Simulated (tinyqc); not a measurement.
The 3-omega method: a line heater on a substrate with a thin film. Changing the current frequency f. Computed by tinyqc, a small Python program. Command: `OMP_NUM_THREADS=1 python tinyqc.py 3027281 3027282 out.jsonl threeomega sweep`. One thread of a shared host (Intel(R) Xeon(R) Processor @ 2.30GHz), about 0.02 s of CPU time with the checks.

A current at angular frequency omega = 2 pi f heats the line at 2 omega with the amplitude P per length; the temperature swing Delta T at 2 omega gives a voltage at 3 omega. The substrate is taken as semi-infinite and isotropic, and the heat capacity of heater and film is left out.

Inputs (values chosen for the exercise, modelled on polycrystalline aluminium nitride on gallium nitride):

| quantity | value | unit |
|---|---|---|
| substrate conductivity kappa | 187 | W/(m K) |
| substrate heat capacity C | 2.97 | 1e6 J/(m^3 K) |
| heater half-width b | 4.6 | micrometre |
| power amplitude per length P | 25 | W/m |
| film thickness t | 160 | nm |
| film conductivity kappa_f | 34 | W/(m K) |
| interface resistance R_i | 3.2 | m^2 K/GW |
| substrate thickness d_s | 300 | micrometre |
| temperature coefficient of resistance beta | 3.7 | 1e-3/K |
| voltage amplitude V_1 | 1.4 | V |

Method:
- D = kappa/C; q = sqrt(2 i omega/D); penetration depth 1/|q| = sqrt(D/(2 omega)).
- Delta T_s = (P/(pi kappa)) int_0^infinity (sin x/x)^2 / sqrt(x^2 + (q b)^2) dx with (q b)^2 = i |q b|^2, averaged over the heater width (12 Gauss-Legendre points on each of the pieces 0, 14 log-spaced edges from 1e-5 to 1, and multiples of pi to 40 pi; the tail adds 1/(4 (40 pi)^2)).
- For |q| b much below 1: Delta T_s = (P/(pi kappa)) [-ln(|q| b) + eta - i pi/4], eta = 3/2 - C_E = 0.92278, with Euler's C_E = 0.5772157.
- One-dimensional flow across the film: Delta T_f = P (t/kappa_f + R_i)/(2 b); total in-phase swing Delta T = Delta T_s + Delta T_f; third-harmonic amplitude V_3 = V_1 beta |Delta T|/2 with the out-of-phase part included; the apparent film conductivity is t/(t/kappa_f + R_i).
- Take the in-phase swing at f and at 2f; in the narrow-line limit kappa = P ln 2/(2 pi [Delta T(f) - Delta T(2f)]), whatever the film and the heater width.

One run for each value:

| current frequency f (Hz) | in-phase Delta T_s (K) | out-of-phase Delta T_s (K) | error of the slope method (%) | penetration depth (micrometre) | film share of the in-phase swing |
|---|---|---|---|---|---|
| 3 | 0.27920 | -0.033422 | 4.7853e-04 | 1292.3 | 0.07145 |
| 10 | 0.25358 | -0.033421 | 1.5949e-03 | 707.8 | 0.07810 |
| 30 | 0.23021 | -0.033418 | 4.7843e-03 | 408.7 | 0.08536 |
| 100 | 0.20459 | -0.033408 | 1.5941e-02 | 223.8 | 0.09503 |
| 1000 | 0.15562 | -0.033310 | 1.5884e-01 | 70.8 | 0.12130 |
| 3000 | 0.13229 | -0.033136 | 4.7378e-01 | 40.9 | 0.13971 |
| 10000 | 0.10683 | -0.032646 | 1.5568e+00 | 22.4 | 0.16742 |
| 30000 | 0.08391 | -0.031581 | 4.5493e+00 | 12.9 | 0.20385 |
| 100000 | 0.05974 | -0.029025 | 1.4422e+01 | 7.1 | 0.26449 |

Give the missing row, current frequency f (Hz) = 300.

Computed row; columns: (1) current frequency f (Hz); (2) in-phase Delta T_s (K); (3) out-of-phase Delta T_s (K); (4) error of the slope method (%); (5) penetration depth (micrometre); (6) film share of the in-phase swing:
```
(1)      (2)        (3)         (4)    (5)      (6)
300  0.18122  -0.033383  4.7779e-02  129.2  0.10598
```

Interpolating between the two neighbouring rows (the first column on a logarithmic scale, the others too where they are positive) misses most in in-phase Delta T_s (K), by 0.92 %. Over the rows, in-phase Delta T_s (K) falls from 0.279 to 0.0597 (exponent d ln y / d ln x -0.080 between the first rows and -0.28 between the last); out-of-phase Delta T_s (K) rises from -0.0334 to -0.0290; error of the slope method (%) rises from 4.79e-4 to 14.4 (exponent d ln y / d ln x about 0.99 throughout). At the low end the exponent of out-of-phase Delta T_s is 0.00, close to 0: the narrow-line value does not depend on f. The exponent of penetration depth stays at -0.50: a diffusion length. The in-phase swing falls linearly in ln f while the penetration depth is much larger than b; the film step does not depend on f, so its share grows.

Caution (rows 3.00, 10.0, 30.0, 100, 300, 1000): the penetration depth exceeds a fifth of the substrate thickness, so the back face is felt and the semi-infinite formula fails. Caution (all rows): the film does not conduct much worse than the substrate, so heat spreads in it and the one-dimensional step is only approximate, and wrong once kappa_f nears or exceeds kappa.
